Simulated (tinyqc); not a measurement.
What each parameter does: trap in a gate oxide as a short-range spherical well.

A spherical well of radius R and depth V0 below the conduction edge, one mass m, c = hbar^2/2m0. The s level at binding Et solves k cot(k R) = -kappa with k = sqrt(m (V0 - Et)/c), kappa = sqrt(m Et/c); it exists for V0 > Vc = c (pi/2R)^2/m. Outside, psi falls as exp(-kappa r)/r.

Energies from the conduction edge of the channel. The trap level at depth x is E_T = dEc - Et - e Fox x (1 MV/cm = 0.01 eV/angstrom). An electron at the channel edge tunnels with the WKB exponent S = (4/3) sqrt(m/c) [dEc^(3/2) - (dEc - e Fox x)^(3/2)]/(e Fox), c = hbar^2/2m0; tau = t0 exp(S); the occupation is f = 1/(1 + exp((E_T - EF)/kB T)), tau_c = tau/f and tau_e = tau/(1 - f). Lattice relaxation is left out; a level below the channel edge needs phonons as well, so tau is then a lower bound, while a level above it can also empty elastically at its own energy, through a thinner barrier, faster than this tau.

Constants: hbar^2/2m0 = 3.80998211 eV angstrom^2; kB = 8.617333262e-05 eV/K.

Inputs chosen for the exercise (near those of SiO2 on 4H SiC; not measured data):

| symbol | value | unit | meaning |
|---|---|---|---|
| R | 2.9 | angstrom | radius of the well |
| V0 | 7.82 | eV | depth of the well |
| m | 0.466 | m0 | mass |
| dEc | 2.76 | eV | conduction offset to the channel |
| Fox | 4.7 | MV/cm | oxide field, lowering levels away from the channel |
| t0 | 6 | x 1e-11 s | time constant at the interface |
| T | 400 | K | temperature |
| EF | -0.11 | eV | Fermi level above the channel edge |
| x | 10 | angstrom | depth of the trap |

Et from the well, then the level and the time.

One parameter was then changed.

Results before and after:

| case | Et (eV) | E_T (eV) | log10 tau (s) | ln(tau_c/tau_e) |
|---|---|---|---|---|
| base | 2.967 | -0.677 | -5.40 | -16.4 |
| changed | 2.967 | -0.771 | -4.49 | -19.2 |

Which of these changes was made? (a) T = 450 K; (b) dEc = 2.54 eV; (c) V0 = 8.21 eV; (d) x = 12 angstrom; (e) EF = -0.06 eV; (f) Fox = 5.7 MV/cm; (g) m = 0.513 m0.

Answer: (d) x = 12 angstrom. Of the candidates, run in turn, only this one gives the changed row.

All candidates:

| case | Et (eV) | E_T (eV) | log10 tau (s) | ln(tau_c/tau_e) |
|---|---|---|---|---|
| base | 2.967 | -0.677 | -5.40 | -16.4 |
| x = 12 angstrom | 2.967 | -0.771 | -4.49 | -19.2 |
| Fox = 5.7 MV/cm | 2.967 | -0.777 | -5.45 | -19.3 |
| dEc = 2.54 eV | 2.967 | -0.897 | -5.61 | -22.8 |
| m = 0.513 m0 | 3.259 | -0.969 | -5.16 | -24.9 |
| V0 = 8.21 eV | 3.271 | -0.981 | -5.40 | -25.3 |
| T = 450 K | 2.967 | -0.677 | -5.40 | -14.6 |
| EF = -0.06 eV | 2.967 | -0.677 | -5.40 | -17.9 |

tinyqc: `OMP_NUM_THREADS=1 python tinyqc.py 1280089 1280090 out.jsonl`; about 0.01 s, one thread, shared Intel(R) Xeon(R) Processor @ 2.30GHz.
